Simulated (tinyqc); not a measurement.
Non-radiative capture by multiphonon emission, one effective mode. From classical barrier E_b back to Huang-Rhys factor S. Computed by tinyqc, a small Python program. Command: `OMP_NUM_THREADS=1 python tinyqc.py 3013948 3013949 out.jsonl capture inv`. One thread of a shared host (Intel(R) Xeon(R) Processor @ 2.30GHz), about 0.04 s of CPU time with the checks.

The initial state (free carrier plus empty centre) lies dE above the final state; both have the same frequency and are displaced by dQ.

Inputs (values chosen for the exercise, with mass, screening and phonons like those of diamond): energy released dE = 1.63 eV; phonon energy hbar omega = 134 meV; temperature T = 120 K.

Centre: neutral.

Constants: hbar^2/u = 4.18015928e-03 eV angstrom^2; k_B = 8.617333262e-05 eV/K.

Method. dQ = sqrt(2 S (hbar^2/u)/hbar omega); relaxation energy lambda = S hbar omega; phonons needed P = dE/hbar omega; classical barrier E_b = (dE - lambda)^2/(4 lambda); occupation n = 1/(exp(hbar omega/k_B T) - 1).

Question. A run gave the result below. Find the Huang-Rhys factor S, known to lie between 7.3 and 11.

classical barrier E_b = 0.04535072 eV

Answer.

Each step takes the trial c = (a f_b - b f_a)/(f_b - f_a), f being the result less the target and a, b, c the logarithms of the listed values; c replaces end b, the old b replaces a if the sign of f changed, and otherwise f_a is halved.

Scan of the range:

| Huang-Rhys factor S | classical barrier E_b (eV) |
|---|---|
| 7.30 | 0.108578 |
| 7.82 | 0.080845 |
| 8.37 | 0.057618 |
| 8.96 | 0.038386 |
| 9.59 | 0.023147 |
| 10.30 | 0.011303 |
| 11.00 | 0.004128 |

False position (Illinois rule, in the logarithm of the input) inside the bracket:

| step | end a | end b | trial | classical barrier E_b (eV) |
|---|---|---|---|---|
| 1 | 8.37000 | 8.96000 | 8.74167 | 0.0448889 |
| 2 | 8.37000 | 8.74167 | 8.71512 | 0.0457271 |
| 3 | 8.74167 | 8.71512 | 8.72703 | 0.0453497 |
| 4 | 8.71512 | 8.72703 | 8.72700 | 0.0453507 |
| 5 | 8.71512 | 8.72700 | 8.72700 | 0.0453507 |
| 6 | 8.72700 | 8.72700 | 8.72700 | 0.0453507 |

Classical barrier E_b falls at every point of a 13-point scan of the range (every second point is shown), so one value fits; it is bracketed by 8.37 and 8.96. Answer: Huang-Rhys factor S = 8.727.
